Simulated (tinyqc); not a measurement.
Worked calculation: carrier statistics of a doped semiconductor with parabolic bands. Values are carried at full precision from step to step, so a last printed digit may differ when a step is redone from the rounded ones.

Constants: kB = 8.617333262e-05 eV/K; hbar^2/2m0 = 3.80998211 eV angstrom^2.

Inputs chosen for the exercise (near those of AlAs; shifted at random, so the results belong to these values and not to a real crystal): Eg0 = 2.236 eV (gap at 0 K); al = 0.000694 eV/K (Varshni alpha); be = 533 K (Varshni beta); T = 150 K; ml = 0.968 m0 (longitudinal electron mass); mt = 0.219 m0 (transverse electron mass); Mv = 3 (equivalent valleys); mhh = 0.763 m0 (heavy-hole mass); mlh = 0.149 m0 (light-hole mass); ND = 2.3e+14 1/cm^3 (donors); NA = 5.5e+12 1/cm^3 (acceptors); ED = 0.0693 eV (donor level below Ec); EA = 0.0604 eV (acceptor level above Ev).

## Gap and thermal energy

Eg(T) = Eg0 - al T^2/(T + be) (Varshni).

Eg = 2.21314 eV
kT = 0.012926 eV

The gap has shrunk by 22.9 meV from 0 K and is 171.2 kT wide.

## Effective densities of states

m_de = Mv^(2/3) (ml mt^2)^(1/3); m_dh = (mhh^(3/2) + mlh^(3/2))^(2/3); N = 2 (m kB T/(4 pi c))^(3/2) with c = hbar^2/2m0, in 1/angstrom^3; times 1e24 for 1/cm^3.

m_de = 0.7476 m0
m_dh = 0.8063 m0
Nc = 5.7350e+18 1/cm^3
Nv = 6.4234e+18 1/cm^3

The light holes supply 7.9 % of Nv, and Nc/Nv = 0.893.

## Intrinsic density and level

With Boltzmann statistics ni = sqrt(Nc Nv) exp(-Eg/2kT) and Ei = Eg/2 + (kT/2) ln(Nv/Nc), counted from Ev.

ni = 4.02e-19 1/cm^3
Ei = 1.1073 eV

Ei lies 0.7 meV above midgap, towards the band with the smaller density of states.

## Neutrality by bisection

Energies are counted from Ev, so Ec = Eg. n = Nc F_1/2((EF - Eg)/kT), p = Nv F_1/2(-EF/kT), ND+ = ND/(1 + 2 exp((EF - Eg + ED)/kT)), NA- = NA/(1 + 4 exp((EA - EF)/kT)); neutrality asks p + ND+ = n + NA-. F_j(eta) = (1/Gamma(j + 1)) integral_0^infinity x^j dx/(1 + exp(x - eta)), which tends to exp(eta) for eta << 0.

Start from the bracket [-0.2 eV, Eg + 0.2 eV]; at the midpoint EF take the sign of p + ND+ - n - NA-; where it is positive EF must rise. Fourteen steps are shown.

Bisection (eV, 1/cm^3):
```
step       low     high       EF         n         p       ND+       NA-  sign
1     -0.20000  2.41314  1.10657  3.80e-19  4.25e-19  2.30e+14  5.50e+12     +
2      1.10657  2.41314  1.75985  3.38e+03  4.78e-41  2.30e+14  5.50e+12     +
3      1.75985  2.41314  2.08650  3.19e+14  5.07e-52  2.25e+14  5.50e+12     -
4      1.75985  2.08650  1.92317  1.04e+09  1.56e-46  2.30e+14  5.50e+12     +
5      1.92317  2.08650  2.00483  5.75e+11  2.81e-49  2.30e+14  5.50e+12     +
6      2.00483  2.08650  2.04567  1.35e+13  1.19e-50  2.30e+14  5.50e+12     +
7      2.04567  2.08650  2.06608  6.57e+13  2.46e-51  2.29e+14  5.50e+12     +
8      2.06608  2.08650  2.07629  1.45e+14  1.12e-51  2.28e+14  5.50e+12     +
9      2.07629  2.08650  2.08139  2.15e+14  7.52e-52  2.26e+14  5.50e+12     +
10     2.08139  2.08650  2.08394  2.62e+14  6.17e-52  2.26e+14  5.50e+12     -
11     2.08139  2.08394  2.08267  2.37e+14  6.81e-52  2.26e+14  5.50e+12     -
12     2.08139  2.08267  2.08203  2.26e+14  7.16e-52  2.26e+14  5.50e+12     -
13     2.08139  2.08203  2.08171  2.20e+14  7.33e-52  2.26e+14  5.50e+12     +
14     2.08171  2.08203  2.08187  2.23e+14  7.24e-52  2.26e+14  5.50e+12     -
```

Each step halves the bracket, which is 0.319 meV wide at the last row.

## The neutral state

Solve the neutrality condition for EF to convergence.

EF = 2.0817 eV
n = 2.21e+14 1/cm^3
p = 7.31e-52 1/cm^3
ND+ = 2.26e+14 1/cm^3
NA- = 5.50e+12 1/cm^3

The material is n-type; 98.4 % of the donors are ionised. EF lies 10.16 kT inside the gap from the conduction edge, so Boltzmann statistics would serve; n p/(Nc Nv exp(-Eg/kT)) = 1.000.

## Checks

- F_1/2(1) by the trapezoid rule against adaptive quadrature: both 1.575641.
- Positive against negative charge at the solution (1/cm^3): both 2.26289e+14.

Program tinyqc; command `OMP_NUM_THREADS=1 python tinyqc.py 1650991 1650992 out.jsonl`; about 0.01 s on one thread of a shared Intel(R) Xeon(R) Processor @ 2.30GHz.
